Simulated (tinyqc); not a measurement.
Worked calculation: UHF in the sto-3g basis, for H4, spin multiplicity 3. This run ends on a higher stationary point, not on the lowest solution. One step of it, computed by the program tinyqc.

Task: Orthogonalisation. S = U s U^T; canonical form X = U s^(-1/2), so that X^T S X = 1. Each column of U has its largest component positive (the first on a tie).

overlap S, order 1H 1s, 2H 1s, 3H 1s, 4H 1s:
```
[[1.000000, 0.520351, 0.052667, 0.007115],
 [0.520351, 1.000000, 0.254223, 0.052667],
 [0.052667, 0.254223, 1.000000, 0.520351],
 [0.007115, 0.052667, 0.520351, 1.000000]]
```

Give: eigenvalues of S; X.

Result:

eigenvalues of S: [0.3856, 0.5445, 1.3531, 1.7169]

X, order 1H 1s, 2H 1s, 3H 1s, 4H 1s:
```
[[-0.6948, 0.7456, 0.4816, 0.3390],
 [0.9022, -0.6020, 0.3709, 0.4199],
 [-0.9022, -0.6020, -0.3709, 0.4199],
 [0.6948, 0.7456, -0.4816, 0.3390]]
```
